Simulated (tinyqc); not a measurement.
Worked calculation: finite square well with mass mismatch (envelope functions). Values are carried at full precision from step to step, so a last printed digit may differ when a step is redone from the rounded ones.

A square well of width L and depth V0, mass mw inside and mb outside, energies from the bottom of the well, c = hbar^2/2m0. k = sqrt(mw E/c), kappa = sqrt(mb (V0 - E)/c). psi and psi'/m are continuous at the walls (BenDaniel-Duke), so level n solves k L + 2 atan[(k/mw)/(kappa/mb)] = n pi.

Constants: hbar^2/2m0 = 3.80998211 eV angstrom^2.

Values chosen for the exercise (near those of a GaAs well in AlGaAs; the results hold for these values, not for the real material): L = 130 angstrom (well width); V0 = 0.283 eV (barrier height); mw = 0.0672 m0 (mass in the well); mb = 0.096 m0 (mass in the barrier); alpha_w = 0.52 1/eV (non-parabolicity in the well); alpha_b = 0.39 1/eV (non-parabolicity in the barrier).

## How many levels are bound

At E = V0 the arctangent equals pi/2, so level n is bound if k0 L > (n - 1) pi with k0 = sqrt(mw V0/c). Compare with the infinitely deep well, E1(hard) = c (pi/L)^2/mw.

k0 = 0.07065 1/angstrom
k0 L/pi = 2.9235
number of bound levels = 3
E1(hard) = 0.0331 eV

The count does not depend on mb. One more level binds at L = 133.4 angstrom.

## The lowest level by bisection

f(E) = k L + 2 atan[(k/mw)/(kappa/mb)] - pi rises with E. Twelve halvings of [0, V0]: keep the half in which f changes sign.

Bisection:
```
step  low (eV)  high (eV)  midpoint (eV)        k    kappa        f
1      0.00000    0.28300        0.14150  0.04996  0.05971   5.1011
2      0.00000    0.14150        0.07075  0.03533  0.07313   2.6588
3      0.00000    0.07075        0.03537  0.02498  0.07899   0.9543
4      0.00000    0.03537        0.01769  0.01766  0.08176  -0.2468
5      0.01769    0.03537        0.02653  0.02163  0.08039   0.4046
6      0.01769    0.02653        0.02211  0.01975  0.08108   0.0953
7      0.01769    0.02211        0.01990  0.01873  0.08142  -0.0710
8      0.01990    0.02211        0.02100  0.01925  0.08125   0.0132
9      0.01990    0.02100        0.02045  0.01899  0.08134  -0.0286
10     0.02045    0.02100        0.02073  0.01912  0.08129  -0.0076
11     0.02073    0.02100        0.02087  0.01918  0.08127   0.0028
12     0.02073    0.02087        0.02080  0.01915  0.08128  -0.0024
```

After twelve halvings the bracket is V0/4096 = 0.069 meV wide.

## Bound levels

Solve the condition for each n (six at most). With A = cos(kL/2) for even and sin(kL/2) for odd levels, the probability in the barriers is Pb = (A^2/kappa)/(A^2/kappa + L/2 +/- sin(kL)/(2k)), + for even.

Levels:
```
n  parity  E (eV)  k (1/angstrom)  kappa (1/angstrom)      Pb
1    even  0.0208         0.01917             0.08128  0.0153
2     odd  0.0829         0.03824             0.07100  0.0632
3    even  0.1832         0.05684             0.05015  0.1654
```

The lowest level lies at 63 % of the infinite-well value and decays into the barrier over 1/kappa = 12.3 angstrom.

## Mass in the plane and density of states

To first order in the in-plane energy, 1/m_par = (1 - Pb)/mw + Pb/mb for each subband. Each adds a step D = m_par/(2 pi c) to the density of states per area (spin included, one valley); 1/angstrom^2 = 1e16/cm^2.

Subbands:
```
n  m_par (m0)  D (1e13/(eV cm^2))
1      0.0675               2.820
2      0.0685               2.861
3      0.0707               2.954
```

## Levels with energy-dependent masses

Non-parabolic bands: mw is replaced by mw (1 + alpha_w E) and mb by mb (1 - alpha_b (V0 - E)), in k, kappa and the matching condition alike.

Solve the same condition with the energy-dependent masses, and list the shift from the parabolic levels that exist in both.

Levels:
```
n  E (eV)  mass inside  mass outside  shift (meV)
1  0.0211       0.0679        0.0862          0.3
2  0.0817       0.0701        0.0885         -1.2
3  0.1738       0.0733        0.0919         -9.4
4  0.2762       0.0769        0.0957            -
```

Level 1 moves by +0.3 meV and level 3 by -9.4 meV. The lighter mass deep in the barrier hardens the wall for low levels; the heavier mass in the well wins higher up. The heavier mass inside raises k at E = V0, which binds further levels (1 of them among the six at most that are listed).

## Checks

- Lowest level by finite differences (200 cells across the well) against the matching condition, eV: both 0.0208.

tinyqc: `OMP_NUM_THREADS=1 python tinyqc.py 1251579 1251580 out.jsonl`; about 0.01 s, one thread, shared Intel(R) Xeon(R) Processor @ 2.30GHz.
